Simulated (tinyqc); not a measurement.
Inside a calculation. Method: UHF in the 3-21g basis, for H2+, spin multiplicity 2. One step of it, computed by the program tinyqc.

Question. Orthogonalisation. S = U s U^T; symmetric (Loewdin) form X = U s^(-1/2) U^T, so that X^T S X = 1.

overlap S:
```
          1H 1s     1H 2s     2H 1s     2H 2s
1H 1s  1.000000  0.645899  0.041691  0.215163
1H 2s  0.645899  1.000000  0.215163  0.513722
2H 1s  0.041691  0.215163  1.000000  0.645899
2H 2s  0.215163  0.513722  0.645899  1.000000
```

Give: eigenvalues of S; X.

Answer.

eigenvalues of S: 0.231  0.385  1.213  2.171

X:
```
        1H 1s   1H 2s   2H 1s   2H 2s
1H 1s   1.240  -0.482   0.028   0.032
1H 2s  -0.482   1.399   0.032  -0.377
2H 1s   0.028   0.032   1.240  -0.482
2H 2s   0.032  -0.377  -0.482   1.399
```
